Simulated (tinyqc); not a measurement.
From results back to parameters: Shockley-Read-Hall recombination through one deep level. Three cases, with inputs chosen for the exercise.

Problem. Deep-level transient spectroscopy: the emission rate is en = gam sigma T^2 exp(-dE/kB T), dE = Ec - Et. Two rates were computed from hidden dE and sigma.

Constants: kB = 8.617333262e-05 eV/K.

Find: ln(en/T^2) at T1 and T2; dE; sigma.

Method. ln(en/T^2) against 1/T is a line of slope -dE/kB and intercept ln(gam sigma); plotting ln en alone would overstate dE by about 2 kB T.

Case 1.

Values chosen (out of a larger set: gap and densities of states near those of GaN at this temperature; not measured data): gam = 4.3e+20 1/(cm^2 s K^2) (vth Nc/T^2, which does not depend on T); T1 = 205 K; T2 = 227 K.

en(T1) = 2.17967 1/s
en(T2) = 27.3630 1/s

Solution.

ln(en/T^2) at T1 and T2: -9.8668  -7.5407

dE = 0.424 eV
sigma = 3.2e-15 cm^2

Case 2.

Values chosen (out of a larger set: gap and densities of states near those of InP at this temperature; not measured data): gam = 9.5e+19 1/(cm^2 s K^2) (vth Nc/T^2, which does not depend on T); T1 = 337 K; T2 = 376 K.

en(T1) = 2.99005 1/s
en(T2) = 44.7102 1/s

Solution.

ln(en/T^2) at T1 and T2: -10.5449  -8.0590

dE = 0.696 eV
sigma = 7.1e-15 cm^2

Case 3.

Values chosen (out of a larger set: gap and densities of states near those of Si at this temperature; not measured data): gam = 6.1e+21 1/(cm^2 s K^2) (vth Nc/T^2, which does not depend on T); T1 = 289 K; T2 = 330 K.

en(T1) = 3.42033 1/s
en(T2) = 88.0930 1/s

Solution.

ln(en/T^2) at T1 and T2: -10.1031  -7.1198

dE = 0.598 eV
sigma = 1.8e-16 cm^2

Computed by tinyqc, one run a case: `OMP_NUM_THREADS=1 python tinyqc.py N N+1 out.jsonl` with N = 1650113, 1650124, 1650133; one thread of a shared Intel(R) Xeon(R) Processor @ 2.30GHz, about 0.01 s a run at most.
